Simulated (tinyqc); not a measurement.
Shortcuts against the integral: sheet resistance and Hall data of a diffused or implanted layer. Computed by tinyqc, a small Python program. Command: `OMP_NUM_THREADS=1 python tinyqc.py 3012812 3012813 out.jsonl layer walk`. One thread of a shared host (Intel(R) Xeon(R) Processor @ 2.30GHz), about 0.01 s of CPU time with the checks.

Carriers are taken equal to the net active doping down to the junction (full ionisation, which deep dopants in wide-gap hosts do not reach; no spill-over, no depletion), and the Hall factor is 1.

Inputs (values chosen for the exercise, modelled on nitrogen in 4H-SiC):
```
quantity                                 value        unit
mu_min                                    40.7  cm^2/(V s)
mu_max                                     931  cm^2/(V s)
N_ref                                  1.9e+17      1/cm^3
exponent alpha                            0.62           -
peak concentration N_0                 3.5e+20      1/cm^3
length scale l                             850          nm
background doping N_B (opposite type)    8e+14      1/cm^3
solubility limit N_s                   7.5e+19      1/cm^3
```

Profile: complementary error function. Activation: limited by solubility.

Constants: e = 1.602176634e-19 C.

Method:
- N(x) = N_0 erfc(x/l), dose N_0 l/sqrt(pi), junction x_j = l erfc^-1(N_B/N_0).
- Mobility mu = mu_min + (mu_max - mu_min)/(1 + (N_t/N_ref)^alpha), N_t = active doping + N_B; carriers n = active doping - N_B, active doping min(N, N_s).
- Integrals from x_0 (0 unless stated) to x_j by the midpoint rule on 400 even intervals: 1/R_s = e int n mu dx; sheet density n_s = int n dx; Hall sheet density (int n mu dx)^2/int n mu^2 dx; Hall mobility int n mu^2 dx/int n mu dx.
- Mean conductivity 1/(R_s x_j); mean mobility 1/(e n_s R_s).
- Shortcuts: R_s = 1/(e Q mu) with the dose Q and the mobility at the (active) peak concentration; 1/(e n_s mu) with mu at N_t = n_s/x_j + N_B; 1/(e Q mu_max).

sheet resistance R_s = 11.8516 ohm

dose = 1.67846e+16 1/cm^2

sheet density n_s = 7.76256e+15 1/cm^2

junction depth x_j = 2840.74 nm

Sheet resistances:
```
method                                   R_s (ohm)  deviation (%)
integral                                    11.852          0.000
dose, mobility at the peak                   5.993        -49.429
n_s, mobility at the mean concentration     10.076        -14.983
dose, mu_max                                 0.399        -96.630
```

The closest shortcut is «n_s, mobility at the mean concentration» (-15.0 %). Counting inactive dopants as carriers underestimates R_s.

Extremes, crossings and ranges named in words are read from the listed rows.
